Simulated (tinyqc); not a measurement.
Trap-assisted generation and recombination current of an abrupt junction. Changing the acceptor density N_A. Computed by tinyqc, a small Python program. Command: `OMP_NUM_THREADS=1 python tinyqc.py 3027847 3027848 out.jsonl junctionleak sweep`. One thread of a shared host (Intel(R) Xeon(R) Processor @ 2.30GHz), about 0.01 s of CPU time with the checks.

Depletion approximation, flat quasi-Fermi levels across the depleted layer, long neutral regions with minority lifetimes tau_n and tau_p, full ionisation and Boltzmann statistics. Voltages in exponents stand for e V.

Inputs (values chosen for the exercise, with bands and screening modelled on germanium): gap E_g = 0.66 eV; electron mass m_e = 0.229 m_0; valleys M_c = 4; hole mass m_h = 0.33 m_0; dielectric constant eps = 15.9; donor density N_D = 8.6e+17 cm^-3; capture time tau_n = 4.5e-05 s; capture time tau_p = 7.5e-05 s; trap level E_t - E_i = 0.11 eV; electron diffusion coefficient D_n = 29 cm^2/s; hole diffusion coefficient D_p = 1.5 cm^2/s; reverse bias V_r = 4.7 V; temperature T = 250 K; tunnelling mass m_t = 0.13 m_0.

Field enhancement: Hurkx tunnelling factor.

Constants: k_B = 8.617333262e-05 eV/K; m_0 = 9.1093837015e-31 kg; k_B = 1.380649e-23 J/K; h = 6.62607015e-34 J s; e = 1.602176634e-19 C; eps_0 = 8.8541878128e-12 F/m; hbar = 1.054571817e-34 J s.

Method:
- N_c = 2 M_c (2 pi m_e k_B T/h^2)^(3/2) and N_v = 2 (2 pi m_h k_B T/h^2)^(3/2), masses in units of m_0.
- n_i = sqrt(N_c N_v) exp(-E_g/2 k_B T); V_bi = (k_B T/e) ln(N_A N_D/n_i^2); diffusion saturation current J_d0 = e n_i^2 [sqrt(D_n/tau_n)/N_A + sqrt(D_p/tau_p)/N_D].
- W = sqrt(2 eps eps_0 (V_bi - V)(1/N_A + 1/N_D)/e), x_p = W N_D/(N_A + N_D), x_n = W - x_p, peak field F_m = 2 (V_bi - V)/W; reverse bias means V = -V_r.
- Both capture times are divided by 1 + Gamma, Gamma = 2 sqrt(3 pi) (F/F_G) exp((F/F_G)^2), F_G = sqrt(24 m_t (k_B T)^3)/(e hbar) (the low-field Hurkx form), F being the local field, linear in x from 0 at the edges to F_m.
- Potential from the p edge: phi = (V_bi - V) x^2/(x_p W) on the p side and (V_bi - V)[1 - (W - x)^2/(x_n W)] on the n side; p = N_A exp(-phi/k_B T), n = n_i^2 exp(V/k_B T)/p; U = (n p - n_i^2)/[tau_p (n + n_i exp(dE/k_B T)) + tau_n (p + n_i exp(-dE/k_B T))], dE = E_t - E_i, n1 = n_i exp(dE/k_B T), p1 = n_i exp(-dE/k_B T); J_t = e int U dx by the trapezoid rule on 400 intervals on each side.
- Generation lifetime tau_g = tau_p exp(dE/k_B T) + tau_n exp(-dE/k_B T); textbook estimate e n_i W/tau_g; generation current J_g = -J_t; total = J_g + J_d0 (1 - exp(-V_r/k_B T)).

One run for each value; columns: (1) acceptor density N_A (cm^-3); (2) generation current (A/cm^2); (3) peak field F_m (V/cm); (4) W (nm); (5) J_d0 (A/cm^2); (6) total reverse current (A/cm^2):
```
(1)              (2)         (3)     (4)         (5)         (6)
1.00e+15  6.7903e-09  3.4166e+04  3005.6  1.9300e-07  1.9979e-07
3.00e+15  4.9384e-09  5.9244e+04  1741.3  6.4360e-08  6.9299e-08
1.00e+16  4.0556e-09  1.0800e+05   960.0  1.9336e-08  2.3391e-08
3.00e+16  4.4832e-09  1.8537e+05   561.9  6.4716e-09  1.0955e-08
1.00e+17  1.2331e-08  3.2667e+05   320.4  1.9692e-09  1.4301e-08
```

What does the table show, and why?

Over the rows, generation current (A/cm^2) goes from 6.79e-9 through a minimum among these rows, 4.06e-9 at 1.00e16, to 1.23e-8; peak field F_m (V/cm) rises from 34200 to 327000 (exponent d ln y / d ln x 0.50 between the first rows and 0.47 between the last); W (nm) falls from 3010 to 320 (exponent d ln y / d ln x -0.50 between the first rows and -0.47 between the last). The exponent of W stays between -0.50 and -0.47, near -0.50: the lightly doped side holds the layer. Heavier doping first lowers the generation current by narrowing the layer, then raises it through the field. Left out: 3.00e17, 1.00e18, 3.00e18 (the field passes the range of the low-field Hurkx form).

Caution (rows 3.00e16, 1.00e17): at such a field avalanche multiplication or band-to-band tunnelling, left out here, may dominate the reverse current.

Extremes, crossings and ranges named in words are read from the listed rows.
